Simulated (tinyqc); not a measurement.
Sputter depth profiling of a dopant layer: erosion rate, quantification and the mixing-roughness response: one step, computed by the program tinyqc.

A rastered ion beam erodes silicon (49.94 atoms per nm^3). The measured profile is the true one convolved with a depth response.

Task: Measured shape. Mixing alone turns a layer at z0 into (1/w) exp(-(z - z0 + w)/w) for z > z0 - w; roughness adds a Gaussian of width sigma. With x = z - z0 + w: g(x) = (1/(2w)) exp(sigma^2/(2 w^2) - x/w) erfc((sigma/w - x/sigma)/sqrt2), and its integral G(x) = (1/2) erfc(-x/(sigma sqrt2)) - w g(x). Measured: C [G(x) - G(x - b)]. Find the maximum, the full width at half maximum and the deep point where the profile falls to C_B; far down, the trailing edge decays by w ln(10) per decade.

Inputs (values chosen for the exercise, modelled on a dopant in silicon under an oxygen or caesium beam):
```
quantity                               value    unit
roughness sigma                         0.96      nm
depth of the top edge z0                  17      nm
box width b                              1.9      nm
box concentration C                  3.5e+19  1/cm^3
level that defines the junction C_B    1e+16  1/cm^3
```

True profile: box.

mixing length w = 1.1 nm

Give: depth of the maximum; peak concentration; full width at half maximum; apparent junction depth; trailing slope.

Result:

depth of the maximum = 17.63 nm

peak concentration = 1.874e+19 1/cm^3

full width at half maximum = 3.221 nm

apparent junction depth = 26.98 nm

trailing slope = 2.533 nm/decade

The true deep edge lies at 18.9 nm, so the junction appears 8.08 nm too deep. The peak reaches 53.5 % of the true concentration. Caution: C_B lies below the detection limit, so this point could not be measured.
